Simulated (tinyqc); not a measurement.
# Index and thickness from Psi and Delta

Problem. Air (index 1), film, substrate with N2 = n2 - i k2; time factor exp(+i w t). q_j = sqrt(N_j^2 - sin^2 th), root with positive real part. Fresnel coefficients r_s = (q_a - q_b)/(q_a + q_b), r_p = (N_b^2 q_a - N_a^2 q_b)/(N_b^2 q_a + N_a^2 q_b). tan(Psi) exp(i Delta) = R_p/R_s, Delta taken from 0 to 360 degrees. beta = 2 pi d q1/lam, X = exp(-2 i beta), R = (r01 + r12 X)/(1 + r01 r12 X) for p and s. The film is transparent, with 1.15 < n1 < 2.9 and d under half a period. Find n1, d and the period.

Parameters, values chosen for the exercise:
- lam = 546.1 nm (wavelength)
- th = 75 degrees (angle of incidence)
- n2 = 4.086 (index of the substrate)
- k2 = 0.031 (extinction coefficient of the substrate)

Psi = 18.276977 degrees
Delta = 70.227808 degrees

Answer. Two measured angles fix two unknowns; a search from many starts finds one solution in the range given. Thicker films with d plus a multiple of the period give the same angles.

n1 = 2.062
d = 25.00 nm
period = 149.9 nm

Computed by the program tinyqc: `OMP_NUM_THREADS=1 python tinyqc.py 2870164 2870165 out.jsonl`, one thread of a shared Intel Xeon 2.30GHz, about 0.2 s for the whole run.
